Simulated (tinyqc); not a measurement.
# Surface potential of a MOS transistor: implicit equation and explicit approximations: what changes with what

p-type body, charge-sheet picture, depletion and inversion only, full ionisation (an idealisation for deep acceptors), Boltzmann statistics (rough once Na exp(x - xn) passes about Nc/7). In units of Vt: xg = (Vg - Vfb)/Vt, x = psi/Vt, G = gamma/sqrt(Vt), xn = (2 phiF + Vc)/Vt. The implicit equation is (xg - x)^2 = G^2 [x - 1 + exp(x - xn)] for x above about 3. Cox = eps0 eox/tox.

Parameters, values chosen for the exercise; band and dielectric values those of a made-up semiconductor:
```
symbol    value   unit                                                                 meaning
T           250      K                                                             temperature
Eg        0.857     eV                                                                band gap
eps_r      12.5                                                          relative permittivity
Nc      2.74e19  cm^-3                                  conduction-band density of states at T
Nv      2.52e19  cm^-3                                     valence-band density of states at T
eox         3.9         relative permittivity of the gate insulator (close to silicon dioxide)
tox         3.5     nm                                                     insulator thickness
Na       1.1e18  cm^-3                                                        acceptor density
Vfb       -0.96      V                                                       flat-band voltage
Vc            1      V                                                    channel-body voltage
Vg         2.31      V                                                       gate-body voltage
```

Constants: q = 1.602176634e-19 C, kB = 1.380649e-23 J/K, Vt = kB T/q, eps0 = 8.8541878128e-14 F/cm where lengths are in cm. Results are converted to the units shown.

Each table varies one quantity; the others keep the values above.

## Accuracy of the approximations against gate voltage

ni = sqrt(Nc Nv) exp(-Eg/(2 Vt)), Eg in volts; phiF = Vt ln(Na/ni); gamma = sqrt(2 q eps0 eps_r Na)/Cox; VT = Vfb + Vt (xn + G sqrt(xn - 1)). Depletion value a = 1 + [sqrt(G^2/4 + xg - 1) - G/2]^2; inversion value b = xn + ln[(xg - xn)^2/G^2 - xn + 1] and first guess y = min(a, b) - ln(1 + exp(-|a - b|)) if a > xn + 1, else b = y = a; one second-order correction with D = exp(y - xn), p = 2 (xg - y) + G^2 (1 + D), w = (xg - y)^2 - G^2 (y - 1 + D): z = y + 2 w/(p + sqrt(p^2 - 2 (2 - G^2 D) w)), or the Newton step z = y + w/p where the root is not real. N_inv = (Cox Vt G/q) [sqrt(x - 1 + exp(x - xn)) - sqrt(x - 1)] at the root. Lambert form (Cox m Vt/q) W0[(G/(2 m sqrt(xn - 1))) exp((Vg - VT)/(m Vt))], m = 1 + G/(2 sqrt(xn - 1)). Errors under 1e-4 mV, and the linear form below VT, are printed as 0.

Results:
```
Vg (V),psi (V),x - xn,error of y (mV),error of z (mV),N_inv (cm^-2),Cox (Vg - VT)/q (cm^-2),Lambert form (cm^-2)
1.19,1.4053,-14.620,0,0,15965,0,12447
1.39,1.5638,-7.2629,3.07e-3,0,2.3706e7,0,2.1827e7
1.59,1.7199,-0.018684,4.12,-4.66e-3,3.1528e10,2.8447e10,3.1607e10
1.79,1.7894,3.2109,11.9,-0.945,7.3165e11,1.2600e12,7.4268e11
1.99,1.8109,4.2079,7.74,-0.217,1.7996e12,2.4916e12,1.8259e12
2.19,1.8234,4.7890,5.88,-0.0884,2.9359e12,3.7232e12,2.9769e12
2.39,1.8325,5.2077,4.85,-0.0477,4.0988e12,4.9548e12,4.1536e12
2.79,1.8456,5.8153,3.70,-0.0205,6.4625e12,7.4180e12,6.5419e12
```

Estimate the missing row, Vg = 2.59 V.

Computed row:
```
Vg (V),psi (V),x - xn,error of y (mV),error of z (mV),N_inv (cm^-2),Cox (Vg - VT)/q (cm^-2),Lambert form (cm^-2)
2.59,1.8396,5.5391,4.18,-0.0299,5.2761e12,6.1864e12,5.3437e12
```

With this row back in the table: psi rises from 1.41 to 1.85 V and ends 5.8 Vt above 2 phiF + Vc. Among the rows the first guess is off by at most 12 mV (at Vg = 1.79 V) and the corrected value by at most 0.94 mV. In the last row the linear form is 15 % above N_inv and the Lambert form 1.2 % above it; in the first row the Lambert form is 22 % below it. For Vg = 1.79, 1.99, 2.19, 2.39, 2.59, 2.79 the electron quasi-Fermi level lies less than 2 Vt below the band edge at the surface, or above it, where degeneracy and confinement, left out, matter.

## Effect of the acceptor density at fixed gate voltage

Same model as above.

Vfb is held fixed.

Result of one run:
```
Na (cm^-3),psi (V),x - xn,error of y (mV),error of z (mV),N_inv (cm^-2),Cox (Vg - VT)/q (cm^-2),Lambert form (cm^-2)
7.4e16,1.7812,8.2254,4.98,-0.0529,7.8268e12,8.9873e12,8.0219e12
```

What becomes of these results when the acceptor density Na is changed from 7.4e16 to 5e18 cm^-3, all else the same?

Result of the changed run:
```
Na (cm^-3),psi (V),x - xn,error of y (mV),error of z (mV),N_inv (cm^-2),Cox (Vg - VT)/q (cm^-2),Lambert form (cm^-2)
5e18,1.5833,-9.3871,6.33e-4,0,6.0033e6,0,5.1304e6
```

The whole series:
```
Na (cm^-3),psi (V),x - xn,error of y (mV),error of z (mV),N_inv (cm^-2),Cox (Vg - VT)/q (cm^-2),Lambert form (cm^-2)
3.7e16,1.7669,8.9488,5.27,-0.0636,8.3114e12,9.5523e12,8.5482e12
7.4e16,1.7812,8.2254,4.98,-0.0529,7.8268e12,8.9873e12,8.0219e12
1.5e17,1.7955,7.4755,4.73,-0.0447,7.1627e12,8.2435e12,7.3170e12
3e17,1.8089,6.7137,4.58,-0.0402,6.2754e12,7.2785e12,6.3914e12
6.1e17,1.8214,5.8714,4.66,-0.0424,5.0260e12,5.9443e12,5.1048e12
1.2e18,1.8299,4.9145,5.36,-0.0656,3.3926e12,4.2073e12,3.4378e12
2.5e18,1.8232,3.1372,9.73,-0.453,1.0206e12,1.5861e12,1.0319e12
5e18,1.5833,-9.3871,6.33e-4,0,6.0033e6,0,5.1304e6
```

As Na goes from 3.7e16 to 5e18, psi goes from 1.77 through a maximum of 1.83 (at Na = 1.2e18 among the rows listed) to 1.58 V, x - xn falls from 8.95 to -9.39 and N_inv falls from 8.31e12 to 6.00e6 cm^-2. The Lambert form lies between 0.855 and 1.03 times N_inv. For Na = 3.7e16, 7.4e16, 1.5e17, 3e17, 6.1e17, 1.2e18, 2.5e18 the electron quasi-Fermi level lies less than 2 Vt below the band edge at the surface, or above it, where degeneracy and confinement, left out, matter.

Computed by the program tinyqc: `OMP_NUM_THREADS=1 python tinyqc.py 2122192 2122193 out.jsonl`, one thread of a shared Intel Xeon 2.30GHz, about 0.01 s for the whole run.
